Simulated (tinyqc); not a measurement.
Inside a calculation. Model: vibrations of a mass or spring defect in a linear chain. Computed by tinyqc, a small Python program that keeps every step. Command: `OMP_NUM_THREADS=1 python tinyqc.py 3005736 3005737 out.jsonl localmode walk`. One thread of a shared host (Intel(R) Xeon(R) Processor @ 2.30GHz), about 0.01 s of CPU time with the checks. Intermediate numbers are printed to about 6 digits and carried at full precision; extremes and crossings named in words are read from the listed rows.

A ring of N atoms with nearest-neighbour springs k and motion along the chain. Atom 1 is the defect, of mass M', and its two springs are k'. All other atoms have the mass M.

Inputs (values chosen for the exercise, for a model chain):
```
quantity                         value           unit
spring constant k                 1.88  eV/angstrom^2
host mass M                         38              u
defect mass M'                      14              u
spring ratio k'/k at the defect   0.51              -
atoms in the ring N                  6              -
```

Host: monatomic.

Constants: nu for 1 eV/(angstrom^2 u) = 15.6333042 THz.

## Band edges of the host

Host band: lambda from 0 to 4k/M. nu = 15.6333042 THz x sqrt(lambda), lambda in eV/(angstrom^2 u).

band edges (THz): 0.00000  6.95453

## Dynamical matrix of the ring

D_ii = (sum of the two springs at i)/M_i, D_ij = -k_ij/sqrt(M_i M_j) for neighbours, closed into a ring.

D (eV/(angstrom^2 u)), lower triangle (symmetric):
```
           1          2          3          4          5         6
1   0.136971
2  -0.041569   0.074705
3   0.000000  -0.049474   0.098947
4   0.000000   0.000000  -0.049474   0.098947
5   0.000000   0.000000   0.000000  -0.049474   0.098947
6  -0.041569   0.000000   0.000000   0.000000  -0.049474  0.074705
```

## Frequencies of the ring

Diagonalise D and leave out the zero eigenvalue of the uniform shift.

nonzero frequencies (THz): 2.96165  3.80813  5.80253  6.19128  6.87499

No mode lies outside the host bands.

## The highest mode of a long ring

The same matrix for 120 atoms; amplitudes are the mass-weighted eigenvector, in size, relative to the defect, for the highest mode; its weight is the squared component of the normalised eigenvector on the defect.

highest frequency, long ring = 6.95397 THz

weight of the highest mode on the defect = 1.64294e-04

amplitudes on atoms 1 to 8: 1.00000  0.73241  0.98300  1.23296  1.48212  1.73033  1.97743  2.22325

ratio to the top of the host band = 0.999920

No mode lies more than 0.05 % above the host band.

## Convergence with the size of the ring

The formulas are those given above.

Highest mode:
```
N    frequency (THz)  weight on the defect  modes outside the bands
4            6.83783           4.26514e-01                        0
6            6.87499           2.60146e-01                        0
8            6.89734           1.64964e-01                        0
12           6.92136           7.49749e-02                        0
20           6.93957           2.28837e-02                        0
40           6.95007           3.70989e-03                        0
80           6.95331           5.29821e-04                        0
120          6.95397           1.64294e-04                        0
```

The weight of the highest mode on the defect goes from 4.26514e-01 in a ring of 4 atoms to 1.64294e-04 in one of 120.

Checks made by the program: sum of eigenvalues against the trace of D (relative difference below 1e-10).
